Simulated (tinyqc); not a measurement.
Inside a calculation. Method: RHF in the sto-6g basis, for BeH+, spin multiplicity 1. One step of it, computed by the program tinyqc.

Problem. Iteration 2: building the Fock matrix. J_ij = sum D_kl (ij|kl), K_ij = sum D_kl (ik|jl); F = H + J - 0.5 K; E = tr D H + tr D J / 2 - 0.25 tr D K + E_nn.

D after iteration 1, order 1Be 1s, 1Be 2s, 1Be 2px, 1Be 2py, 1Be 2pz, 2H 1s:
```
[[2.081262, -0.275653, 0.000000, 0.000000, -0.066087, -0.185631],
 [-0.275653, 0.945709, 0.000000, 0.000000, 0.230734, 0.611324],
 [0.000000, 0.000000, 0.000000, 0.000000, 0.000000, 0.000000],
 [0.000000, 0.000000, 0.000000, 0.000000, 0.000000, 0.000000],
 [-0.066087, 0.230734, 0.000000, 0.000000, 0.056295, 0.149146],
 [-0.185631, 0.611324, 0.000000, 0.000000, 0.149146, 0.395199]]
```

core Hamiltonian H = T + V (hartree), order 1Be 1s, 1Be 2s, 1Be 2px, 1Be 2py, 1Be 2pz, 2H 1s:
```
[[-8.324022, -1.954408, 0.000000, 0.000000, -0.017360, -0.492074],
 [-1.954408, -2.437115, 0.000000, 0.000000, -0.141078, -1.102049],
 [0.000000, 0.000000, -1.959471, 0.000000, 0.000000, 0.000000],
 [0.000000, 0.000000, 0.000000, -1.959471, 0.000000, 0.000000],
 [-0.017360, -0.141078, 0.000000, 0.000000, -2.068676, -1.167215],
 [-0.492074, -1.102049, 0.000000, 0.000000, -1.167215, -1.973815]]
```

Two-electron integrals (ij|kl) in chemists' order, unique and non-zero (hartree):
```
(11|11) 2.299996   (21|11) 0.361879   (21|21) 0.071926   (22|11) 0.570332
(22|21) 0.139654   (22|22) 0.417773   (31|31) 0.015252   (32|31) 0.022555
(32|32) 0.092340   (33|11) 0.570332   (33|21) 0.139654   (33|22) 0.417773
(33|33) 0.450117   (41|41) 0.015252   (42|41) 0.022555   (42|42) 0.092340
(43|43) 0.024258   (44|11) 0.570332   (44|21) 0.139654   (44|22) 0.417773
(44|33) 0.401601   (44|44) 0.450117   (51|51) 0.015252   (52|51) 0.022555
(52|52) 0.092340   (53|53) 0.024258   (54|54) 0.024258   (55|11) 0.570332
(55|21) 0.139654   (55|22) 0.417773   (55|33) 0.401601   (55|44) 0.401601
(55|55) 0.450117   (61|11) 0.092373   (61|21) 0.017816   (61|22) 0.034406
(61|33) 0.034123   (61|44) 0.034123   (61|51) 0.001760   (61|52) 0.003397
(61|55) 0.034973   (61|61) 0.004667   (62|11) 0.209420   (62|21) 0.052019
(62|22) 0.167948   (62|33) 0.161762   (62|44) 0.161762   (62|51) 0.007273
(62|52) 0.041836   (62|55) 0.180318   (62|61) 0.014210   (62|62) 0.098390
(63|31) 0.005172   (63|32) 0.023150   (63|53) 0.007375   (63|63) 0.009358
(64|41) 0.005172   (64|42) 0.023150   (64|54) 0.007375   (64|64) 0.009358
(65|11) 0.221145   (65|21) 0.055659   (65|22) 0.187898   (65|33) 0.176870
(65|44) 0.176870   (65|51) 0.011812   (65|52) 0.065348   (65|55) 0.209954
(65|61) 0.015994   (65|62) 0.125526   (65|65) 0.165848   (66|11) 0.375245
(66|21) 0.095145   (66|22) 0.341969   (66|33) 0.317245   (66|44) 0.317245
(66|51) 0.016090   (66|52) 0.117297   (66|55) 0.391417   (66|61) 0.026973
(66|62) 0.251754   (66|65) 0.341628   (66|66) 0.774999
```

nuclear repulsion = 1.51193489 hartree

Give: Coulomb J; exchange K; Fock matrix F; total energy of this density.

Solution.

Coulomb J (hartree), order 1Be 1s, 1Be 2s, 1Be 2px, 1Be 2py, 1Be 2pz, 2H 1s:
```
[[5.595, 0.965, 0.000, 0.000, 0.027, 0.249],
 [0.965, 1.912, 0.000, 0.000, 0.155, 0.846],
 [0.000, 0.000, 1.891, 0.000, 0.000, 0.000],
 [0.000, 0.000, 0.000, 1.891, 0.000, 0.000],
 [0.027, 0.155, 0.000, 0.000, 1.955, 0.980],
 [0.249, 0.846, 0.000, 0.000, 0.980, 1.832]]
```

exchange K (hartree), order 1Be 1s, 1Be 2s, 1Be 2px, 1Be 2py, 1Be 2pz, 2H 1s:
```
[[4.646, 0.727, 0.000, 0.000, 0.007, 0.191],
 [0.727, 0.710, 0.000, 0.000, 0.322, 0.609],
 [0.000, 0.000, 0.140, 0.000, 0.000, 0.000],
 [0.000, 0.000, 0.000, 0.140, 0.000, 0.000],
 [0.007, 0.322, 0.000, 0.000, 0.336, 0.466],
 [0.191, 0.609, 0.000, 0.000, 0.466, 0.866]]
```

Fock matrix F (hartree), order 1Be 1s, 1Be 2s, 1Be 2px, 1Be 2py, 1Be 2pz, 2H 1s:
```
[[-5.052, -1.353, 0.000, 0.000, 0.006, -0.338],
 [-1.353, -0.880, 0.000, 0.000, -0.147, -0.560],
 [0.000, 0.000, -0.139, 0.000, 0.000, 0.000],
 [0.000, 0.000, 0.000, -0.139, 0.000, 0.000],
 [0.006, -0.147, 0.000, 0.000, -0.281, -0.421],
 [-0.338, -0.560, 0.000, 0.000, -0.421, -0.575]]
```

total energy of this density = -14.79879 hartree
